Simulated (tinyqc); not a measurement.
# Pinning factor and decay constant from two barriers

Question. phiB = S (phiM - chi) + (1 - S)(Eg - E0) with S = 1/(1 + (1/S0 - 1) exp(-be ti)). Find S0, S at the given thickness and be.

Parameters, values chosen for the exercise; semiconductor values close to those of In0.53Ga0.47As; interlayer mass of the order of that in strontium titanate, offset chosen freely:
- Eg = 0.711 eV (band gap)
- chi = 4.55 eV (electron affinity)
- E0 = 0.52 eV (charge-neutrality level above the valence band)
- phiM = 4.55 eV (metal work function)

phiB at ti = 0, 0.3 nm (eV): [0.16235000, 0.098106553]

Solution. Each barrier gives its S by linear interpolation between the pinned and the unpinned value; the ratio of the two values of 1/S - 1 is exp(be ti).

S0 = 0.1500
S = 0.4864
be = 5.600 1/nm

tinyqc, about 0.02 s, one thread, Intel Xeon 2.30GHz (shared host): `OMP_NUM_THREADS=1 python tinyqc.py 2270091 2270092 out.jsonl`
